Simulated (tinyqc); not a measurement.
Tight binding, honeycomb lattice, step by step. One step of it, computed by the program tinyqc.

Task: Bloch Hamiltonian at k. H_AB = -t1 (1 + exp(-i k.a1) + exp(-i k.a2)); H_AA = delta - 2 t2 sum cos(k.b + phi), H_BB = -delta - 2 t2 sum cos(k.b - phi), b = a1, a2 - a1, -a2.

Parameters chosen for this model:
```
parameter     value                        unit
t1         1.090000                 eV, nearest
t2                0       eV, second neighbours
phi        1.150000  rad, phase of t2 (Haldane)
delta             0          eV, +/- on A and B
```

k point k (fractions of the reciprocal vectors): 0.430000  0.160000

Give: H(k) at k.

Result:

H(k) at k (eV):
```
               A              B
A          0.000  -0.688+1.384i
B  -0.688-1.384i          0.000
```
